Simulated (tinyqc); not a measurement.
Two-band k.p model of the X valleys of a zinc-blende crystal: one step. Shape of the lower band. Two cases, with inputs chosen for the exercise.

Problem. Give x, k_m, dE and both masses.

With x = D/D0: for x < 1 the minima lie at k_m = sqrt(ml D0 (1 - x^2)/(4 c)), the hump at X has the height dE = (D0/4)(1 - x)^2 and the mass at the minimum is ml/(1 - x^2); the mass at X is ml/(1 - 1/x), negative for x < 1. For x > 1 the minimum is at X.

Constants: hbar^2/2m0 = 3.80998211 eV angstrom^2.

Case 1.

Values chosen (out of a larger set: of the order of those of AlAs; not measured data):
- D = 0.342 eV (splitting of the two conduction levels at X)
- D0 = 0.127 eV (coupling energy)
- ml = 0.584 m0 (mass along the axis from remote bands)

Case 2.

Values chosen (out of a larger set: of the order of those of cubic SiC; not measured data):
- D = 2.919 eV (splitting of the two conduction levels at X)
- D0 = 1.179 eV (coupling energy)
- ml = 0.463 m0 (mass along the axis from remote bands)

Give: x; k_m; dE; mass at the minimum; mass at X.

Solution.

Case 1.

x = 2.6929
k_m = 0.00000 1/angstrom
dE = 0.000 meV
mass at the minimum = 0.929 m0
mass at X = 0.929 m0

The splitting wins, so the minimum stays at X, with a mass raised by a factor of 1.59 through the repulsion from the upper band.

Case 2.

x = 2.4758
k_m = 0.00000 1/angstrom
dE = 0.000 meV
mass at the minimum = 0.777 m0
mass at X = 0.777 m0

The splitting wins, so the minimum stays at X, with a mass raised by a factor of 1.68 through the repulsion from the upper band.

Computed by tinyqc, one run a case: `OMP_NUM_THREADS=1 python tinyqc.py N N+1 out.jsonl` with N = 1880323, 1880328; one thread of a shared Intel(R) Xeon(R) Processor @ 2.30GHz, about 0.01 s a run at most.
